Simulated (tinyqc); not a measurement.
Classical Heisenberg spin chain: exact results, Metropolis, heat-bath and over-relaxation steps, and a Monte Carlo run: one step, computed by the program tinyqc.

E = -J sum_i s_i . s_(i+1) for unit vectors s_i on an open chain; K = J/(k_B T).

Problem. Exact results. Each bond angle is independent, so u = <s_i . s_(i+1)> = coth K - 1/K, <s_i . s_(i+n)> = u^n, correlation length xi = -1/ln|u|, energy per bond -J u, heat capacity per bond c/k_B = 1 - K^2/sinh^2 K, and for the long chain chi = mu^2 (1 + u)/(3 k_B T (1 - u)) per spin.

Inputs (values chosen for the exercise, for a model chain of large moments): coupling J = 11 meV; temperature T = 33.4 K; moment mu = 6 mu_B.

Constants: k_B = 8.617333262e-05 eV/K; mu_B = 5.7883818060e-05 eV/T.

Give: K; u; xi; energy per bond; heat capacity; chi over the Curie value; chi.

Solution.

K = 3.822

u = 0.7393

xi = 3.311 sites

energy per bond = -8.132 meV

heat capacity = 0.9720 k_B/bond

chi over the Curie value = 6.672

chi = 1.610 mu_B/T per spin

For |K| >> 1, |u| = 1 - 1/|K| and xi = |K| - 1/2 = 3.32: the chain orders only at T = 0, and c tends to k_B, not to zero, a failure of classical spins.
